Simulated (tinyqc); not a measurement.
## Metal-interlayer-semiconductor contact, depinning against tunnelling resistance: contact resistivity against the decay constant of gap states through the interlayer

Zero bias, n-type semiconductor. Gap states at the semiconductor surface thin out as exp(-be ti), which unpins the barrier; electrons must then cross the interlayer (a rectangular barrier, no voltage drop across it) and the parabolic depleted layer, both by WKB. Energies E are counted from the Fermi level; no image force, parabolic bands.

S = 1/(1 + (1/S0 - 1) exp(-be ti)); phiB = S (phiM - chi) + (1 - S)(Eg - E0); xi = Ec - EF deep inside, from Nd = Nc F(-xi/Vt), F(x) = (2/sqrt(pi)) int_0^infinity sqrt(u) du/(1 + exp(u - x)); band bending U = phiB - xi; E00 = (hbar/2) sqrt(Nd/(eps0 eps_r mt m0)) in volts; A = 4 pi q mA m0 kB^2/h^3. With U = phiB - xi: for xi < E < phiB, y = (E - xi)/U and G1 = (U/E00) [sqrt(1 - y) - y ln((1 + sqrt(1 - y))/sqrt(y))], G1 = 0 above phiB; G2 = 2 ti sqrt(mi max(phiB + dE - E, 0)/C), C = hbar^2/(2 m0); f = 1/(1 + exp(E/Vt)); 1/rho_c = (A T^2/Vt^2) times the integral of exp(-G1 - G2) f over E from xi upwards. Shares under 0.001 % are printed as 0; rows without band bending are left out.

Parameters, values chosen for the exercise; semiconductor values close to those of 4H silicon carbide; interlayer mass of the order of that in hafnium oxide, offset chosen freely: temperature T = 300 K; band gap Eg = 3.39 eV; relative permittivity eps_r = 10; electron affinity chi = 3.59 eV; conduction-band density of states at T Nc = 1.7e19 cm^-3; tunnelling mass in the semiconductor mt = 0.194 m0; Richardson mass mA = 0.372 m0; donor density Nd = 1.5e18 cm^-3; charge-neutrality level above the valence band E0 = 1.9 eV; pinning factor without interlayer S0 = 0.64; metal work function phiM = 3.73 eV; interlayer thickness ti = 1.7 nm; conduction-band offset of the interlayer above the semiconductor dE = 1.59 eV; tunnelling mass in the interlayer mi = 0.2 m0.

Constants: q = 1.602176634e-19 C, kB = 1.380649e-23 J/K, eps0 = 8.8541878128e-12 F/m, hbar = 1.054571817e-34 J s, h = 6.62607015e-34 J s, m0 = 9.1093837015e-31 kg, Vt = kB T/q, hbar^2/(2 m0) = 0.0380998212 eV nm^2. Results are converted to the units shown.

The same in every row: E00/Vt = 0.632.

Results:
```
be (1/nm)	S	phiB (eV)	rho_c (ohm cm^2)	rho_c with G2 = 0 (ohm cm^2)	peak of the integrand (eV)	share above phiB (%)
1	0.907	0.266	0.360	1.63e-5	0.210	11.3
2	0.982	0.165	0.0146	7.31e-7	0.137	22.7
3	0.997	0.145	0.00796	4.09e-7	0.122	27.1
4	0.999	0.141	0.00713	3.68e-7	0.120	28.1
5	1.00	0.140	0.00699	3.61e-7	0.119	28.3
6	1.00	0.140	0.00696	3.60e-7	0.119	28.3
8	1.00	0.140	0.00696	3.59e-7	0.119	28.3
```

Estimate the missing row, be = 7 1/nm.

Computed row:
```
be (1/nm)	S	phiB (eV)	rho_c (ohm cm^2)	rho_c with G2 = 0 (ohm cm^2)	peak of the integrand (eV)	share above phiB (%)
7	1.00	0.140	0.00696	3.59e-7	0.119	28.3
```

With this row back in the table: As be goes from 1 to 8, phiB falls from 0.266 to 0.140 eV and rho_c falls from 0.360 to 0.00696 ohm cm^2. The ratio of rho_c to its value with G2 = 0 runs from 22100 to 19400.

Range of the model: The depletion charge would drop about 0.018 V across such an interlayer (eps_r near 20) at ti = 1.7 nm and Nd = 1.5e18 cm^-3, against a band bending of 0.080 V; this model leaves that drop out.

Program tinyqc, `OMP_NUM_THREADS=1 python tinyqc.py 2270007 2270008 out.jsonl`; Intel Xeon 2.30GHz, shared host, one thread, about 0.03 s.
